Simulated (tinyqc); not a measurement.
# Worked calculation: band bending at a free surface with a continuum of surface states, surface photovoltage and Kelvin probe

Numbers from tinyqc (`OMP_NUM_THREADS=1 python tinyqc.py 2430070 2430071 out.jsonl`; about 0.01 s on one thread of a shared Intel Xeon 2.30GHz). Printed values are rounded.

n-type bulk, xi = Ec - EF = Vt ln(Nc/Nd), p0 = ni^2/Nd, ni = sqrt(Nc Nv) exp(-Eg/(2 Vt)), Eg in volts. b is the upward band bending, u = b/Vt. Space charge per area, in units of q: Qc = sign(b) sqrt((2 eps0 eps_r Vt/q) [(Nd + dn)(exp(-u) - 1) + Nd u + (p0 + dn)(exp(u) - 1)]), with dn the excess density under light (flat quasi-Fermi levels; 0 in the dark). The states hold -Ds (E0 - xi - b): negative while the Fermi level lies above the neutrality level. Neutrality: Qc + Qf + (charge of the states) = 0.

Inputs (values chosen for the exercise); band and dielectric values close to those of silicon: temperature T = 300 K; band gap Eg = 1.11 eV; relative permittivity eps_r = 11.6; conduction-band density of states at T Nc = 2.82e19 cm^-3; valence-band density of states at T Nv = 2.62e19 cm^-3; electron affinity chi = 4.04 eV; donor density Nd = 1.9e16 cm^-3; fixed positive charge at the surface Qf = 0 cm^-2; work function of the probe tip pt = 5.07 eV; density of surface states Ds = 2.6e13 cm^-2 eV^-1; depth of their neutrality level below the conduction edge E0 = 0.48 eV; excess carrier density under light dn = 6.1e10 cm^-3.

Constants: q = 1.602176634e-19 C, kB = 1.380649e-23 J/K, Vt = kB T/q, eps0 = 8.8541878128e-14 F/cm where lengths are in cm. Results are converted to the units shown.

## Bulk quantities

xi, ni, p0, the Debye length sqrt(eps0 eps_r Vt/(q Nd)) and the flat-band work function chi + xi.

xi = 0.188788 eV
ni = 1.29028e10 cm^-3
p0 = 8762.29 cm^-3
Debye length = 29.5337 nm
chi + xi = 4.22879 eV

## Iteration 1: band bending in the dark

b at the start = 0.23 V

Newton step: b(new) = b - (Qc + Qf - Ds (E0 - xi - b))/(dQc/db + Ds), dQc/db = (eps0 eps_r/q) [Nd (1 - exp(-u)) + p0 exp(u)]/Qc.

b after iteration 1 = 0.281552 V

## Iteration 2: band bending in the dark

As before.

b after iteration 2 = 0.281612 V

## Course of the iteration

Stop when b changes by less than 1e-10 V, or after 40 iterations.

Course of the iteration:
```
iteration     b (V)  change (V)
1          0.281552      0.0516
2          0.281612     5.97e-5
3          0.281612    6.41e-11
```

Converged in 3 iterations.

## Work function and Kelvin-probe reading

converged b = 0.281612 V

Work function chi + xi + b; contact potential difference CPD = (work function of the sample) - pt. Depth of EF below Ec at the surface: xi + b. Depletion width Qc/Nd.

xi + b = 0.470400 eV
Qc = 2.49607e11 cm^-2
Qc/Nd = 131.372 nm
work function = 4.51040 eV
CPD = -559.600 mV

The Fermi level lies 9.60 meV above the neutrality level.

## Surface photovoltage

Under chopped light the surface charge keeps its dark value, so b falls to bL with Qc(bL, dn) = Qc(b, 0); the photovoltage is b - bL. Qc rises with b, so bL follows by bisection.

bL = 0.277764 V
photovoltage = 3.84842 mV
share of b removed = 1.36657 %
excess holes at the surface, dn exp(bL/Vt) = 2.82847e15 cm^-3
